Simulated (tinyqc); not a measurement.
Inside a calculation: Lorentz oscillators and the Kramers-Kronig relations. Values are carried at full precision from step to step, so a last printed digit may differ when a step is redone from the rounded ones.

eps(E) = 1 + sum_j S_j/(E0_j^2 - E^2 - i G_j E).

Constants: hbar c = 1973.269805 eV angstrom; hbar^2/2m0 = 3.80998211 eV angstrom^2; e^2/(4 pi eps0) = 14.39964547 eV angstrom.

Parameters, chosen for this exercise (line positions loosely like those of SiO2; Lorentz tails absorb below the gap, where the real solid is clear; the results hold for these values, not for the real material):
- E0 = (10.15, 11.53, 14.9) eV (resonances)
- G = (0.47, 1.23, 4.34) eV (widths)
- S = (22.6, 37.2, 100.4) eV^2 (strengths)
- E = 12.35 eV (photon energy)
- h = 0.5 eV (grid step)
- M = 30 (grid points E_j = j h)
- i = 11 (grid index at which eps1 is wanted)

## Dielectric function at one energy

Evaluate each oscillator and the sum.

terms: -0.4504+0.0528i  -1.1860+0.9201i  0.9059+0.6988i

eps(E) = 0.2695+1.6716i
eps(0) = 1.9514

## Optical constants

n + i k = sqrt(eps1 + i eps2) with k >= 0; R = ((n - 1)^2 + k^2)/((n + 1)^2 + k^2) at normal incidence from vacuum; alpha = 2 E k/(hbar c), times 1e8 for 1/cm; loss function Im(-1/eps) = eps2/(eps1^2 + eps2^2).

Convert eps at the photon energy E into the optical constants.

n = 0.9906
k = 0.8437
R = 0.1523
alpha = 1.06e+06 1/cm
loss function = 0.5831
vacuum wavelength hc/E (hc = 1239.841984 eV nm) = 100.4 nm

The intensity falls to 1/e within 9.47 nm.

## Absorptive part on the grid

Tabulate eps2 at E_j = j h.

eps2(E_j), j = 1 .. M: 0.0062  0.0126  0.0191  0.0260  0.0333  0.0412  0.0500  0.0597  0.0709  0.0837  0.0990  0.1173  0.1401  0.1692  0.2082  0.2640  0.3520  0.5193  0.9903  4.0316  2.4751  2.2635  3.2370  2.2830  1.5293  1.3589  1.4242  1.5635  1.6603  1.6275

## eps1 at one grid point

Kramers-Kronig: eps1(E) = 1 + (2/pi) P integral_0^infinity E1 eps2(E1)/(E1^2 - E^2) dE1. Maclaurin rule on the grid E_j = j h, j = 1 .. M: eps1(E_i) = 1 + (4 h/pi) sum over j with j - i odd of E_j eps2(E_j)/(E_j^2 - E_i^2); nothing is added above E_M.

List the terms E_j eps2_j/(E_j^2 - E_i^2) for j - i odd, add them and form eps1.

terms in order of j (1/eV): -0.0004  -0.0020  -0.0058  -0.0168  -0.0798  0.1224  0.0632  0.0626  0.0921  0.5780  0.2744  0.2408  0.1273  0.1321  0.1254

sum = 1.713 1/eV
eps1(E_i) = 2.091

The oscillator formula gives 2.186 at E_i = 5.5 eV. The rule samples every 2h = 1 eV against a narrowest width of 0.47 eV and stops at 15 eV; coarse sampling and the missing tail make the difference.

## The f-sum on the grid

W(E_M) = (2/pi) h sum_j E_j eps2_j, with half weight on the last point; the full integral equals sum S_j = (hbar omega_p)^2, and the electron density follows from (hbar omega_p)^2 = 8 pi c (e^2/(4 pi eps0)) N with c = hbar^2/2m0.

W(E_M) = 94.08 eV^2
sum S = 160.20 eV^2
share reached on this grid (a step near the line widths can inflate it) = 0.587
hbar omega_p = 12.657 eV
N = 1.16e+23 1/cm^3

## Checks

- The value of eps1 at 12.377 eV from a fine, long grid (with the tail of eps2 ~ 1/E^3 added) against the oscillator formula: both 0.288.

tinyqc: `OMP_NUM_THREADS=1 python tinyqc.py 1652173 1652174 out.jsonl`; about 0.2 s, one thread, shared Intel(R) Xeon(R) Processor @ 2.30GHz.
